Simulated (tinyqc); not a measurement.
Resistance of a tapered via with liner, size effect and interface: via resistance against the diameter at the bottom.

A round via whose diameter grows from db at the bottom as D(z) = db + 2 z/tan(ang). The fill, of diameter D - 2 tl, starts above the bottom liner (thickness fb tl) and has rho = rho0 (1 + ks lam/(D - 2 tl)); the sidewall liner conducts in parallel with it. The bottom liner and the interface are crossed over the full area pi db^2/4. Spreading in the lines above and below is left out.

Slices between z0 = fb tl and hv, evaluated at their midpoints: conductance per length pi/4 [(D - 2 tl)^2/rho + (D^2 - (D - 2 tl)^2)/rl], slice resistance = slice height over that. 2000 slices. R_fill = sum of the slices; R_bottom = rl fb tl/(pi db^2/4); R_interface = ri/(pi db^2/4); ballistic (Sharvin) limit 1/(Sb pi (db - 2 tl)^2/4); ideal cylinder rho0 hv/(pi db^2/4).

Parameters, values chosen for the exercise; fill metal close to ruthenium:

| symbol | value | unit | meaning |
|---|---|---|---|
| hv | 29 | nm | height |
| ang | 86 | degrees | sidewall angle |
| rho0 | 7.77 | uohm cm | bulk resistivity of the fill |
| lam | 6.77 | nm | mean free path of the fill |
| ks | 0.7 |  | size-effect factor |
| tl | 0.3 | nm | liner on the sidewall |
| fb | 0.7 |  | liner at the bottom over that on the sidewall |
| rl | 290 | uohm cm | resistivity of the liner |
| ri | 1.8e-12 | ohm cm^2 | interface resistivity at the bottom |
| Sb | 1.5e15 | S/m^2 | ballistic conductance per area, about 3/(4 rho0 lam) |

Via resistance against the diameter at the bottom:
```
db (nm)	R_fill (ohm)	R_bottom (ohm)	R_interface (ohm)	R (ohm)	ballistic limit (ohm)	R over ideal cylinder	largest part
6	92.81	21.54	6.366	120.7	29.11	1.515	fill
8.3	47.02	11.26	3.327	61.60	14.32	1.479	fill
11	26.18	6.408	1.894	34.48	7.848	1.454	fill
16	12.07	3.029	0.8952	16.00	3.579	1.427	fill
22	6.274	1.602	0.4735	8.350	1.853	1.409	fill
30	3.327	0.8616	0.2546	4.443	0.9820	1.394	fill
42	1.676	0.4396	0.1299	2.246	0.4952	1.381	fill
58	0.8709	0.2305	0.06813	1.170	0.2576	1.371	fill
80	0.4545	0.1212	0.03581	0.6115	0.1346	1.364	fill
```

R falls from 121 to 0.611 ohm. The fill is the largest part at db = 6 and in all other rows. R goes as db^(-2.07) between the first two rows and db^(-2.02) between the last two; area alone gives -2.

Program tinyqc, `OMP_NUM_THREADS=1 python tinyqc.py 2750049 2750050 out.jsonl`; Intel Xeon 2.30GHz, shared host, one thread, about 0.01 s.
